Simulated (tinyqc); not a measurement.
Six-band Luttinger-Kohn model with strain: one step. Band edges at k = 0. Three cases, with inputs chosen for the exercise.

Task: Diagonalise H at k = 0. The weights add +m and -m (m along z) and are averaged over each pair.

Six-band Luttinger-Kohn model in the basis |3/2,3/2>, |3/2,1/2>, |3/2,-1/2>, |3/2,-3/2>, |1/2,1/2>, |1/2,-1/2>, electron energies, zero at the top of the unstrained valence band. H = -[rows: (P+Q, -S, R, 0, -S/r2, r2 R); (-S*, P-Q, 0, R, -r2 Q, r32 S); (R*, 0, P-Q, S, r32 S*, r2 Q); (0, R*, S*, P+Q, -r2 R*, -S*/r2); (-S*/r2, -r2 Q, r32 S, -r2 R, P+Dso, 0); (r2 R*, r32 S*, r2 Q, -S/r2, 0, P+Dso)], r2 = sqrt(2), r32 = sqrt(3/2). Levels are twofold.

P = c g1 k^2 - av tr(e); Q = c g2 (kx^2 + ky^2 - 2 kz^2) - (b/2)(exx + eyy - 2 ezz); R = c sqrt3 [-g2 (kx^2 - ky^2) + 2i g3 kx ky] + (sqrt3/2) b (exx - eyy) - i d exy; S = 2 c sqrt3 g3 (kx - i ky) kz - d (exz - i eyz); c = hbar^2/2m0, e the strain tensor (not engineering shear).

Constants: hbar^2/2m0 = 3.80998211 eV angstrom^2.

Give: edges from the top; weights at k = 0.

Case 1.

Values chosen (near those of Ge; not measured data): Dso = 0.302 eV (spin-orbit splitting); g1 = 13.56 (Luttinger gamma1); g2 = 4.24 (gamma2); g3 = 5.69 (gamma3); av = 1.23 eV (valence hydrostatic potential); b = -2.4 eV (tetragonal shear potential); d = -5.24 eV (trigonal shear potential).

strain tensor:
```
             x            y           z
x  -0.00234454   0.00000000  0.00000000
y   0.00000000  -0.00234454  0.00000000
z   0.00000000   0.00000000  0.00165089
```

Result:

edges from the top (eV): 0.0059  -0.0127  -0.3064

weights at k = 0:
```
               top  second  third
|3/2,+-3/2>  1.000   0.000  0.000
|3/2,+-1/2>  0.000   0.998  0.002
|1/2,+-1/2>  0.000   0.002  0.998
```

The stress splits the top two pairs by 18.6 meV, 0.72 times kT at 300 K (25.85 meV); the third lies 312.2 meV below the top, against Dso = 302 meV without stress.

Case 2.

Values chosen (near those of Ge; not measured data): Dso = 0.295 eV (spin-orbit splitting); g1 = 13.51 (Luttinger gamma1); g2 = 4.25 (gamma2); g3 = 5.65 (gamma3); av = 1.25 eV (valence hydrostatic potential); b = -2.52 eV (tetragonal shear potential); d = -5.12 eV (trigonal shear potential).

strain tensor:
```
             x            y            z
x  -0.00109387  -0.00190918  -0.00190918
y  -0.00190918  -0.00109387  -0.00190918
z  -0.00190918  -0.00190918  -0.00109387
```

Result:

edges from the top (eV): 0.0147  -0.0210  -0.3009

weights at k = 0:
```
               top  second  third
|3/2,+-3/2>  0.497   0.500  0.003
|3/2,+-1/2>  0.497   0.500  0.003
|1/2,+-1/2>  0.006   0.000  0.994
```

The stress splits the top two pairs by 35.7 meV, 1.38 times kT at 300 K (25.85 meV); the third lies 315.6 meV below the top, against Dso = 295 meV without stress.

Case 3.

Values chosen (near those of AlAs; not measured data): Dso = 0.282 eV (spin-orbit splitting); g1 = 3.78 (Luttinger gamma1); g2 = 0.82 (gamma2); g3 = 1.4 (gamma3); av = 2.4 eV (valence hydrostatic potential); b = -2.39 eV (tetragonal shear potential); d = -3.42 eV (trigonal shear potential).

strain tensor:
```
             x           y           z
x  -0.02711097  0.00000000  0.00000000
y   0.00000000  0.00855976  0.00000000
z   0.00000000  0.00000000  0.00855976
```

Result:

edges from the top (eV): 0.0973  -0.1092  -0.3420

weights at k = 0:
```
               top  second  third
|3/2,+-3/2>  0.688   0.250  0.062
|3/2,+-1/2>  0.229   0.750  0.021
|1/2,+-1/2>  0.082   0.000  0.918
```

The stress splits the top two pairs by 206.5 meV, 7.99 times kT at 300 K (25.85 meV); the third lies 439.3 meV below the top, against Dso = 282 meV without stress.

Computed by tinyqc, one run a case: `OMP_NUM_THREADS=1 python tinyqc.py N N+1 out.jsonl` with N = 1050245, 1050260, 1050279; one thread of a shared Intel(R) Xeon(R) Processor @ 2.30GHz, about 0.2 s a run at most.
